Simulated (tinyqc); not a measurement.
Scale length and length offset from two DIBL values.

Question. DIBL = exp(-Le/(2 l)) + 2 exp(-Le/l) with Le = L - dL. Find l, dL and the drawn length for a DIBL of 100 mV/V.

DIBL at drawn lengths 87 and 120 nm (mV/V): 126.44034  47.729921

Answer. With e = exp(-Le/(2 l)), 2 e^2 + e = DIBL gives e and so Le/l at each length; Le/l is a straight line in L with slope 1/l.

l = 19.00 nm
dL = 1.200 nm
length for 100 mV/V = 94.69 nm

Numbers from tinyqc (`OMP_NUM_THREADS=1 python tinyqc.py 2002132 2002133 out.jsonl`; about 0.01 s on one thread of a shared Intel Xeon 2.30GHz).
